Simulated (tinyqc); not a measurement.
Input admittance of a MOSFET at zero drain bias: distributed channel and distributed gate: one step of the calculation.

Source and drain grounded, strong inversion, w = 2 pi f, Cox = eps0 eox/tox. The channel is an RC line of resistance 1/(mu Cox Vo) per square fed from both ends, so one finger has the intrinsic admittance y = i w Cox L tanh(g)/g per width, g = (1/2) sqrt(i w tau), tau = L^2/(mu Vo). The vertical resistance rv/L is in series with y, the overlaps 2 i w Cov in parallel: y_t = 1/(1/y + rv/L) + 2 i w Cov. The gate strip is a line of Rsh/L per length loaded by y_t, so a finger has Y = y_t Wf tanh(k)/k, k = (Wf/sd) sqrt(y_t Rsh/L); the device has Nf Y.

Question. Low-frequency resistances and capacitance. Low-frequency limits, with c = Cox L and ct = c + 2 Cov: R_strip = Rsh Wf/(3 sd^2 L Nf), R_ch = (c/ct)^2 L/(12 mu Cox Vo Wf Nf), R_vert = (c/ct)^2 rv/(L Wf Nf), C = ct Wf Nf.

Values chosen for this exercise; values of the order met in silicon radio-frequency transistors: relative permittivity of the gate insulator (close to zirconium oxide) eox = 24.3; insulator thickness tox = 7.2 nm; channel length L = 0.11 um; finger width Wf = 9.7 um; number of fingers Nf = 32; channel mobility mu = 200 cm^2/(V s); gate overdrive Vo = 0.68 V; sheet resistance of the gate Rsh = 27 ohm/square; vertical resistivity of the gate stack rv = 10 ohm um^2; number of ends at which a finger is contacted sd = 1; overlap and fringe capacitance on each side Cov = 0.3 fF/um.

Constants: eps0 = 8.8541878128e-14 F/cm where lengths are in cm. Results are converted to the units shown.

Give: parts; sum; C; 1/(2 pi R C).

Answer.

parts (ohm): strip 24.80, channel 0.05196, vertical 0.2094
sum = 25.06 ohm
C = 1207 fF
1/(2 pi R C) = 5.263 GHz

The strip term is the largest, 99.0 % of the sum.

Computed by the program tinyqc: `OMP_NUM_THREADS=1 python tinyqc.py 2262135 2262136 out.jsonl`, one thread of a shared Intel Xeon 2.30GHz, about 0.01 s for the whole run.
